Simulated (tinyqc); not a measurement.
Raising U: Hubbard chain of 4 sites, mean field against exact. Computed by the program tinyqc. Command: `OMP_NUM_THREADS=1 python tinyqc.py 112746 112747 out.jsonl`; one thread of a shared host (Intel(R) Xeon(R) Processor @ 2.60GHz), about 6 s.

one-body matrix (hopping and site energies) (eV):
```
         1        2        3        4
1   0.0000  -0.7900   0.0000   0.0000
2  -0.7900   0.0000  -0.7900   0.0000
3   0.0000  -0.7900   0.0000  -0.7900
4   0.0000   0.0000  -0.7900   0.0000
```

electrons, up and down: 2  2

Collinear unrestricted mean field (the lowest of 40 random starts) against exact diagonalisation.

Exact and mean-field results (eV):
```
U          U/t   E exact  E mean field  mean |n_up - n_down|  double occupancy, exact  first gap in the sector
0.400    0.506  -3.15401      -3.13299                 0.000                    0.224                    0.866
0.790    1.000  -2.82454      -2.74299                 0.000                    0.199                    0.773
1.580    2.000  -2.27199      -1.97266                 0.393                    0.152                    0.623
2.370    3.000  -1.85447      -1.45517                 0.697                    0.114                    0.511
3.160    4.000  -1.54298      -1.13311                 0.820                    0.085                    0.427
4.740    6.000  -1.13123      -0.77499                 0.918                    0.049                    0.314
6.320    8.000  -0.88257      -0.58624                 0.953                    0.031                    0.245
9.480   12.000  -0.60677      -0.39316                 0.979                    0.015                    0.169
15.800  20.000  -0.37021      -0.23660                 0.993                    0.006                    0.103
```

In absolute terms mean field is worst at U/t = 4.0, 0.410 eV too high: at small U it is nearly exact, and at large U it misses only exchange-scale energies. Its local moments set in at U/t = 2.0 of those listed, a broken symmetry that the exact state of a finite cluster with equal spins does not have. Relative to the exact energy its error is 0.7 % at the smallest U, 36 % at most and 36 % at the largest. The double occupancy falls from 0.224 to 0.006; at the largest U the first gap is 0.65 times the exchange scale 4t^2/U.
